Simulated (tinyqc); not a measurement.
What each parameter does: two-node Weyl semimetal on a cubic lattice and its slab.

H = d.s with dx = t sin kx, dy = t sin ky, dz = m (2 - cos kx - cos ky) + M(kz), M = tz (cos k0 - cos kz), k in 1/a. Nodes at (0, 0, +/-k0). Berry curvature of the lower band along z: Omega = d.(dd/dkx x dd/dky)/(2|d|^3), in the sense curl of i<u|grad u>.

Inputs chosen for the exercise:
- t = 0.74 eV (hopping in sx and sy)
- m = 1.35 eV (mass term)
- tz = 0.34 eV (hopping along z)
- k0 = 1.17 1/a (position of the nodes)
- k = (-0.48, 0.16, 1.72) 1/a (wave vector)

|E| and Omega at k, the velocity tz sin(k0) and k0/pi.

One parameter was then changed.

Results before and after:

| case | \|E\| (eV) | Omega (a^2) | vz (eV a) | \|sigma_xy\| (e^2/(h a)) |
|---|---|---|---|---|
| base | 0.5052 | -0.0116 | 0.3131 | 0.3724 |
| changed | 0.5317 | -0.0121 | 0.3131 | 0.3724 |

Which of these changes was made? (a) t = 0.814 eV; (b) m = 1.485 eV; (c) tz = 0.374 eV; (d) k0 = 1.053 1/a.
Answer: (a) t = 0.814 eV. Of the candidates, run in turn, only this one gives the changed row.

All candidates:

| case | \|E\| (eV) | Omega (a^2) | vz (eV a) | \|sigma_xy\| (e^2/(h a)) |
|---|---|---|---|---|
| base | 0.5052 | -0.0116 | 0.3131 | 0.3724 |
| t = 0.814 eV | 0.5317 | -0.0121 | 0.3131 | 0.3724 |
| m = 1.485 eV | 0.5173 | -0.0437 | 0.3131 | 0.3724 |
| tz = 0.374 eV | 0.5182 | 0.0208 | 0.3444 | 0.3724 |
| k0 = 1.053 1/a | 0.5308 | 0.0471 | 0.2954 | 0.3352 |

The Hall conductivity depends on the separation of the nodes alone, with EF at the nodes and no further nodes.

Run: tinyqc, `OMP_NUM_THREADS=1 python tinyqc.py 1451976 1451977 out.jsonl`; Intel(R) Xeon(R) Processor @ 2.30GHz, one thread, shared host; about 0.1 s of CPU time with all checks.
